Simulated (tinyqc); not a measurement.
Formation energy of a charged point defect from supercell energies: one step, computed by the program tinyqc.

The host is a compound AB. Making the defect adds n_A = 1, n_B = -1 atoms to the cell. All total energies are inputs. E_F is counted from the valence-band maximum (VBM); x = 0 is A-rich and x = 1 B-rich growth.

Task: Transition levels and the lower envelope. eps(q/q') = [E_f(q', 0) - E_f(q, 0)]/(q - q'). U of state q is eps(q/q-1) - eps(q+1/q). The stable state at each E_F is the lowest line E_f(q, 0) + q E_F.

Inputs (values chosen for the exercise, with gap and screening modelled on CdS): gap E_g = 2.55 eV.

Defect: A on a B site. Supercell lattice: sc.

E_f(q, 0) (eV): (q=+1) 1.875875, (q=0) 3.508600, (q=-1) 5.820875, (q=-2) 7.497698

Give: One-electron levels above the VBM (eV); Stable states.

Result:

One-electron levels above the VBM (eV):

| level | energy | U of the state between this level and the next |
|---|---|---|
| (+1/0) | 1.6327 | 0.67955 |
| (0/-1) | 2.3123 | -0.63545 |
| (-1/-2) | 1.6768 | - |

Stable states:

| q | from E_F (eV) | to E_F (eV) |
|---|---|---|
| +1 | 0.0000 | 1.6327 |
| 0 | 1.6327 | 1.9945 |
| -2 | 1.9945 | 2.5500 |

Stable in the gap, from the VBM up: +1, 0, -2. State -1 is never the lowest: its U is negative, so two such centres gain by exchanging an electron.
